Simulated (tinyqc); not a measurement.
Inside a calculation. Model: MOSFET with velocity saturation and source resistance.

tinyqc, about 0.01 s, one thread, Intel Xeon 2.30GHz (shared host): `OMP_NUM_THREADS=1 python tinyqc.py 2500027 2500028 out.jsonl` Printed values are rounded.

Strong inversion, charge Q = Cox (Vg - m V) at channel potential V with Vg the gate overdrive, and drift velocity v = mu E/(1 + mu E/vsat). Integrating along the channel gives I = mu Cox (1/L)(Vg Vd - m Vd^2/2)/(1 + Vd/Vc) per width, Vc = vsat L/mu, which peaks at Vdsat. Units: I in uA/um, Rs in ohm um, so the drop over Rs is 1e-6 I Rs volts.

Parameters, values chosen for the exercise:

| symbol | value | unit | meaning |
|---|---|---|---|
| Cox | 0.86 | uF/cm^2 | gate capacitance |
| mu0 | 420 | cm^2/(V s) | mobility at low gate voltage |
| th | 0.4 | 1/V | mobility degradation |
| vsat | 9.8e6 | cm/s | saturation velocity |
| m | 1.27 |  | body factor |
| VT | 0.4 | V | threshold |
| L | 0.05 | um | channel length |
| Rs | 100 | ohm um | source resistance |
| Vgs | 1.2 | V | gate voltage |

Range of the model: At this length velocity overshoot and near-ballistic transport, left out here, matter.

## Saturation without source resistance

Vg = Vgs - VT (0 if negative), mu = mu0/(1 + th Vg), Vc = vsat L/mu, x = sqrt(1 + 2 Vg/(m Vc)), Vdsat = 2 Vg/(m (1 + x)), Isat = Cox vsat Vg (x - 1)/(x + 1) per width. Long-channel limit: mu Cox Vg^2/(2 m L); short-channel limit: Cox vsat Vg.

Vg = 0.8 V
mu = 318.182 cm^2/(V s)
Vc = 0.154 V
Vdsat = 0.312617 V
Isat = 339.628 uA/um
long-channel limit = 1378.95 uA/um
short-channel limit = 674.240 uA/um

Isat is 0.246 of the long-channel and 0.504 of the short-channel limit.

## Iteration 1: saturation current with source resistance

I at the start = 0 uA/um

Vg = Vgs - I Rs - VT (0 if negative), mu = mu0/(1 + th Vg), Vc = vsat L/mu, x = sqrt(1 + 2 Vg/(m Vc)), Vdsat = 2 Vg/(m (1 + x)), Isat = Cox vsat Vg (x - 1)/(x + 1) per width. I(new) = Isat.

Vg = 0.8 V
mu = 318.182 cm^2/(V s)
Vc = 0.154 V
Vdsat = 0.312617 V
Isat = 339.628 uA/um
I after iteration 1 = 339.628 uA/um

## Iteration 2: saturation current with source resistance

As before.

Vg = 0.766037 V
mu = 321.491 cm^2/(V s)
Vc = 0.152415 V
Vdsat = 0.302665 V
Isat = 321.657 uA/um
I after iteration 2 = 321.657 uA/um

## Course of the iteration: saturation current with source resistance

Stop when I changes by less than 1e-6 uA/um, or after 80 iterations.

Course of the iteration:

| iteration | I (uA/um) | \|change\| (uA/um) |
|---|---|---|
| 1 | 339.628 | 340 |
| 2 | 321.657 | 18.0 |
| 3 | 322.606 | 0.948 |
| 4 | 322.555 | 0.0500 |
| 5 | 322.558 | 2.64e-3 |
| 6 | 322.558 | 1.39e-4 |
| 7 | 322.558 | 7.35e-6 |
| 8 | 322.558 | 3.88e-7 |

Converged in 8 iterations. At the end each change is about 0.053 times the one before, with alternating sign: linear convergence. The resistance lowers Isat by 5.03 %.
